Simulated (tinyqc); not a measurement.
# Surface potential of a MOS transistor: implicit equation and explicit approximations: effects of single changes

p-type body, charge-sheet picture, depletion and inversion only, full ionisation (an idealisation for deep acceptors), Boltzmann statistics (rough once Na exp(x - xn) passes about Nc/7). In units of Vt: xg = (Vg - Vfb)/Vt, x = psi/Vt, G = gamma/sqrt(Vt), xn = (2 phiF + Vc)/Vt. The implicit equation is (xg - x)^2 = G^2 [x - 1 + exp(x - xn)] for x above about 3. Cox = eps0 eox/tox.

Values chosen for this exercise; band and dielectric values close to those of silicon: temperature T = 300 K; band gap Eg = 1.13 eV; relative permittivity eps_r = 11.8; conduction-band density of states at T Nc = 2.82e19 cm^-3; valence-band density of states at T Nv = 2.63e19 cm^-3; relative permittivity of the gate insulator (close to silicon dioxide) eox = 3.9; insulator thickness tox = 4.7 nm; acceptor density Na = 1.7e17 cm^-3; flat-band voltage Vfb = -0.8 V; channel-body voltage Vc = 1 V; gate-body voltage Vg = 2.32 V.

Constants: q = 1.602176634e-19 C, kB = 1.380649e-23 J/K, Vt = kB T/q, eps0 = 8.8541878128e-14 F/cm where lengths are in cm. Results are converted to the units shown.

Each table varies one quantity; the others keep the values above.

## Accuracy of the approximations against gate voltage

ni = sqrt(Nc Nv) exp(-Eg/(2 Vt)), Eg in volts; phiF = Vt ln(Na/ni); gamma = sqrt(2 q eps0 eps_r Na)/Cox; VT = Vfb + Vt (xn + G sqrt(xn - 1)). Depletion value a = 1 + [sqrt(G^2/4 + xg - 1) - G/2]^2; inversion value b = xn + ln[(xg - xn)^2/G^2 - xn + 1] and first guess y = min(a, b) - ln(1 + exp(-|a - b|)) if a > xn + 1, else b = y = a; one second-order correction with D = exp(y - xn), p = 2 (xg - y) + G^2 (1 + D), w = (xg - y)^2 - G^2 (y - 1 + D): z = y + 2 w/(p + sqrt(p^2 - 2 (2 - G^2 D) w)), or the Newton step z = y + w/p where the root is not real. N_inv = (Cox Vt G/q) [sqrt(x - 1 + exp(x - xn)) - sqrt(x - 1)] at the root. Lambert form (Cox m Vt/q) W0[(G/(2 m sqrt(xn - 1))) exp((Vg - VT)/(m Vt))], m = 1 + G/(2 sqrt(xn - 1)). Errors under 1e-4 mV, and the linear form below VT, are printed as 0.

Accuracy of the approximations against gate voltage:
```
Vg (V),psi (V),x - xn,error of y (mV),error of z (mV),N_inv (cm^-2),Cox (Vg - VT)/q (cm^-2),Lambert form (cm^-2)
1.11,1.514,-13.68,0,0,1.809e4,0,1.504e4
1.31,1.691,-6.829,3.13e-3,0,1.614e7,0,1.507e7
1.51,1.867,-0.03975,2.65,-4.63e-4,1.359e10,8.312e9,1.363e10
1.71,1.960,3.585,18.8,-4.02,4.502e11,9.255e11,4.628e11
1.91,1.990,4.738,13.0,-0.881,1.215e12,1.843e12,1.248e12
2.11,2.007,5.404,10.0,-0.344,2.044e12,2.760e12,2.097e12
2.31,2.020,5.883,8.31,-0.184,2.898e12,3.677e12,2.968e12
2.51,2.029,6.262,7.19,-0.114,3.765e12,4.594e12,3.850e12
2.71,2.038,6.576,6.38,-0.0778,4.640e12,5.511e12,4.740e12
```

psi rises from 1.51 to 2.04 V and ends 6.6 Vt above 2 phiF + Vc. Among the rows the first guess is off by at most 19 mV (at Vg = 1.71 V) and the corrected value by at most 4.0 mV. In the last row the linear form is 19 % above N_inv and the Lambert form 2.1 % above it; in the first row the Lambert form is 17 % below it. For Vg = 1.71, 1.91, 2.11, 2.31, 2.51, 2.71 the electron quasi-Fermi level lies less than 2 Vt below the band edge at the surface, or above it, where degeneracy and confinement, left out, matter.

## Effect of the channel-body voltage at fixed gate voltage

Same model as above.

Results:
```
Vc (V),psi (V),x - xn,error of y (mV),error of z (mV),N_inv (cm^-2),Cox (Vg - VT)/q (cm^-2),Lambert form (cm^-2)
0,1.057,7.328,4.75,-0.0306,7.948e12,8.963e12,8.131e12
0.2,1.252,7.118,5.15,-0.0393,6.920e12,7.892e12,7.078e12
0.6,1.638,6.611,6.25,-0.0728,4.903e12,5.790e12,5.017e12
0.8,1.830,6.293,7.07,-0.108,3.914e12,4.753e12,4.007e12
1,2.020,5.904,8.24,-0.179,2.941e12,3.723e12,3.012e12
1.2,2.207,5.400,10.1,-0.357,1.987e12,2.699e12,2.036e12
1.4,2.388,4.656,13.8,-1.11,1.069e12,1.680e12,1.096e12
```

Estimate the missing row, Vc = 0.4 V.

Computed row:
```
Vc (V),psi (V),x - xn,error of y (mV),error of z (mV),N_inv (cm^-2),Cox (Vg - VT)/q (cm^-2),Lambert form (cm^-2)
0.4,1.445,6.881,5.63,-0.0523,5.905e12,6.836e12,6.040e12
```

With this row back in the table: As Vc goes from 0 to 1.4, psi rises from 1.06 to 2.39 V, x - xn falls from 7.33 to 4.66 and N_inv falls from 7.95e12 to 1.07e12 cm^-2. The Lambert form lies between 1.02 and 1.03 times N_inv. In every row the electron quasi-Fermi level lies less than 2 Vt below the band edge at the surface, or above it, where degeneracy and confinement, left out, matter.

Numbers from tinyqc (`OMP_NUM_THREADS=1 python tinyqc.py 2122152 2122153 out.jsonl`; about 0.01 s on one thread of a shared Intel Xeon 2.30GHz).
